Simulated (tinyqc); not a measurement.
Worked calculation: lattice vibrations of a chain. Computed by tinyqc, a small Python program that keeps every step. Command: `OMP_NUM_THREADS=1 python tinyqc.py 25683 25684 out.jsonl` (the two numbers bound the seeds that draw the settings). One thread of a shared host (Intel(R) Xeon(R) Processor @ 2.60GHz), about 0.01 s of CPU time with the checks.

## Dynamical matrix at q = 0.29

A chain moving along its axis:

| atom | mass (u) | spring to the next atom (eV/angstrom^2) |
|---|---|---|
| 1 | 23.500000 | 18.400000 |
| 2 | 85.500000 | 5.500000 |

q is in units of 2 pi/a. A spring k from atom i to atom j, n cells on, adds k to Phi_ii and Phi_jj, -k exp(2 pi i q n) to Phi_ij and the conjugate to Phi_ji (for one atom a cell: 2k (1 - cos 2 pi q n)); D_ij = Phi_ij / sqrt(m_i m_j).

D(q) (eV/(angstrom^2 u)):
```
                     1                    2
1             1.017021  -0.379974+0.118845i
2  -0.379974-0.118845i             0.279532
```

## Frequencies

omega^2 are the eigenvalues; wavenumber = 521.4708 sqrt(eigenvalue) 1/cm.

eigenvalues: 0.105619  1.190934

wavenumbers (1/cm): 169.5  569.1

weights |e|^2 of the mass-weighted modes:
```
          mode 1    mode 2
atom 1  0.160242  0.839758
atom 2  0.839758  0.160242
```

## Dispersion and heat capacity

C/k_B per atom = mean over q = (j + 1/2)/80, j = 0..39 and all branches of y^2 e^y/(e^y - 1)^2, y = hc wavenumber / k_B T.

Wavenumbers (1/cm):

| q | branch 1 | branch 2 |
|---|---|---|
| 0.000000 | 0.000000 | 593.779544 |
| 0.062500 | 40.194917 | 592.417518 |
| 0.125000 | 79.376757 | 588.450064 |
| 0.187500 | 116.465155 | 582.245665 |
| 0.250000 | 150.241629 | 574.457657 |
| 0.312500 | 179.284286 | 566.066508 |
| 0.375000 | 201.951853 | 558.381228 |
| 0.437500 | 216.517828 | 552.896172 |
| 0.500000 | 221.561892 | 550.894250 |

Heat capacity:

| T (K) | C/k_B per atom |
|---|---|
| 20 | 0.071727 |
| 50 | 0.193723 |
| 100 | 0.362787 |
| 200 | 0.595867 |
| 300 | 0.754243 |
| 600 | 0.922533 |
| 1200 | 0.979344 |

zero-point energy per atom = 22.028494 meV
